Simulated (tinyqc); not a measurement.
Inside a calculation: Wannier function of the lower band of a two-orbital chain. Values are carried at full precision from step to step, so a last printed digit may differ when a step is redone from the rounded ones.

H(k) = [[-d/2 - 2 ta cos k, -t1 - t2 exp(-ik)], [-t1 - t2 exp(ik), d/2 - 2 tb cos k]], k in 1/a, Bloch sums with exp(ikR) and without the positions inside the cell. Mesh k_j = 2 pi j/N. Projection gauge: each lower eigenvector u is multiplied by the phase that makes <trial|u> real and positive (the one-band case of Loewdin orthogonalisation). Wannier amplitudes w(R) = (1/N) sum_k exp(ikR) u(k); hoppings H(R) = (1/N) sum_k exp(-ikR) E(k).

Values chosen for the exercise:
- d = 0.52 eV (A at -d/2, B at +d/2)
- t1 = 0.86 eV (A-B in the cell)
- t2 = 0.44 eV (B to A of the next cell)
- ta = -0.04 eV (A-A between cells)
- tb = 0.21 eV (B-B between cells)
- N = 8 (k points)
- th = 70 degrees (trial orbital cos(th) A + sin(th) B in cell 0)
- xb = 0.44 a (position of B (A at 0))
- a = 5.1 angstrom (period)
- kq = 2.76 1/a (point off the mesh)

## Bloch states in the projection gauge

Diagonalise at each mesh point and fix the phase.

Mesh:

| j | E lower (eV) | E upper (eV) | u_A | u_B | \|<trial\|u>\| |
|---|---|---|---|---|---|
| 0 | -1.4700 | 1.1300 | 0.70982 | 0.70438 | 0.9047 |
| 1 | -1.3348 | 1.0944 | 0.71818-0.13596i | 0.68066+0.04948i | 0.8852 |
| 2 | -1.0004 | 1.0004 | 0.75289-0.25120i | 0.60141+0.09143i | 0.8226 |
| 3 | -0.6471 | 0.8876 | 0.84481-0.26627i | 0.45388+0.09691i | 0.7155 |
| 4 | -0.4907 | 0.8307 | 0.94126 | 0.33769 | 0.6393 |
| 5 | -0.6471 | 0.8876 | 0.84481+0.26627i | 0.45388-0.09691i | 0.7155 |
| 6 | -1.0004 | 1.0004 | 0.75289+0.25120i | 0.60141-0.09143i | 0.8226 |
| 7 | -1.3348 | 1.0944 | 0.71818+0.13596i | 0.68066-0.04948i | 0.8852 |

The projection is smallest at j = 4 (0.6393); the gauge is smooth as long as it stays away from zero.

## The Wannier function

w(R) = (1/N) sum_j exp(2 pi i j R/N) u_j, for the N cells nearest the origin; it is real.

Amplitudes:

| R | on A | on B |
|---|---|---|
| -3 | -0.0148 | 0.0088 |
| -2 | 0.0507 | -0.0320 |
| -1 | -0.1852 | 0.1347 |
| 0 | 0.7854 | 0.5642 |
| 1 | 0.0826 | 0.0372 |
| 2 | -0.0144 | -0.0082 |
| 3 | 0.0018 | 0.0027 |
| 4 | 0.0039 | -0.0030 |

norm = 1.0000

Cell 0 holds 93.5 % of the weight.

## Centre and spread in real space

Point-like orbitals at R (A) and R + xb (B): centre <x>, spread <x^2> - <x>^2.

centre in units of a = 0.098
centre in angstrom = 0.498
spread = 3.091 angstrom^2

## The same from overlaps (Marzari-Vanderbilt)

b = 2 pi/N; M_j = u_j^+ diag(1, exp(-i b xb)) u_(j+1), with u_N = u_0. Centre = -(1/2 pi) sum arg M_j; gauge-invariant part Omega_I = (1/(N b^2)) sum (1 - |M_j|^2); gauge-dependent part Omega_D = (1/(N b^2)) sum (arg M_j + b centre)^2.

Overlaps:

| j | \|M_j\| | arg M_j (rad) |
|---|---|---|
| 0 | 0.9986 | -0.2284 |
| 1 | 0.9932 | -0.1901 |
| 2 | 0.9762 | -0.0696 |
| 3 | 0.9434 | 0.1789 |
| 4 | 0.9434 | 0.1789 |
| 5 | 0.9762 | -0.0696 |
| 6 | 0.9932 | -0.1901 |
| 7 | 0.9986 | -0.2284 |

centre from overlaps = 0.098 a
Omega_I = 0.0703 a^2
Omega_D = 0.0410 a^2

The centre is the Berry phase over 2 pi and does not depend on the trial orbital (modulo a). Omega_D is 36.9 % of the total; in one dimension a gauge that spreads the phase evenly removes it. The total is 0.1114 a^2, against 0.1191 a^2 (centre 0.097 a) in real space on 96 cells.

## Hoppings and interpolation

H(R) = (1/N) sum_j E_j cos(2 pi j R/N) for R = 0 to N/2. Interpolation: E(k) = H(0) + 2 sum H(R) cos(kR), the term R = N/2 of an even mesh counted once.

H(0), H(1), ... (eV): -0.9907  -0.2440  0.0050  -0.0009  0.0003

interpolated E(kq) = -0.5299 eV

The exact value is -0.5299 eV; the interpolation is off by +0.1 meV. Though the chain has short hoppings, the single band has longer ones, made by paths through the other orbital, which the tails of the Wannier function carry.

## Checks

- Centre from overlaps against the real-space centre on 200 points: both 0.09738.
- Omega_I + Omega_D against the real-space spread on 200 points: both 0.119.

Computed by tinyqc, a small Python program: `OMP_NUM_THREADS=1 python tinyqc.py 1452522 1452523 out.jsonl` (the numbers bound the seed that draws the inputs); one thread of a shared host (Intel(R) Xeon(R) Processor @ 2.30GHz), about 0.1 s for the whole set of steps.
